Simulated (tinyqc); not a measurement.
Inside a calculation. Method: plane-wave Kohn-Sham cycle with exchange-only LDA in a layered model solid. One step of it, computed by the program tinyqc.

Question. Iteration 1: potential. V_H(G) = 4 pi rho(G)/G^2 for G != 0 (uniform background); v_x = -(3 rho/pi)^(1/3); V = V_ext + V_H + v_x; Fourier components f(G_m) = (1/N) sum_j f(x_j) exp(-i G_m x_j).

A solid whose potential varies along x alone (atomic units):
```
parameter                      value
period a                   17.600000
cross-section of the cell  23.000000
electrons per cell                 2
grid points                       16
plane waves -n..n, n               2
k points                           2
V1 in V1 cos(2 pi x/a)     -0.770000
```

density at the start, on the grid x_j = j a/N (e/bohr^3): 0.00494071  0.00494071  0.00494071  0.00494071  0.00494071  0.00494071  0.00494071  0.00494071  0.00494071  0.00494071  0.00494071  0.00494071  0.00494071  0.00494071  0.00494071  0.00494071

Give: Potentials on the grid; V(G_m), m = 0, 1, 2, ....

Answer.

Potentials on the grid (hartree):
```
x          V_ext     V_H      v_x        V
0.0000   -0.7700  0.0000  -0.1677  -0.9377
1.1000   -0.7114  0.0000  -0.1677  -0.8791
2.2000   -0.5445  0.0000  -0.1677  -0.7122
3.3000   -0.2947  0.0000  -0.1677  -0.4624
4.4000         0  0.0000  -0.1677  -0.1677
5.5000    0.2947  0.0000  -0.1677   0.1269
6.6000    0.5445  0.0000  -0.1677   0.3768
7.7000    0.7114  0.0000  -0.1677   0.5437
8.8000    0.7700  0.0000  -0.1677   0.6023
9.9000    0.7114  0.0000  -0.1677   0.5437
11.0000   0.5445  0.0000  -0.1677   0.3768
12.1000   0.2947  0.0000  -0.1677   0.1269
13.2000        0  0.0000  -0.1677  -0.1677
14.3000  -0.2947  0.0000  -0.1677  -0.4624
15.4000  -0.5445  0.0000  -0.1677  -0.7122
16.5000  -0.7114  0.0000  -0.1677  -0.8791
```

V(G_m), m = 0, 1, 2, ... (hartree): -0.1677  -0.3850  0.0000  0.0000  0.0000
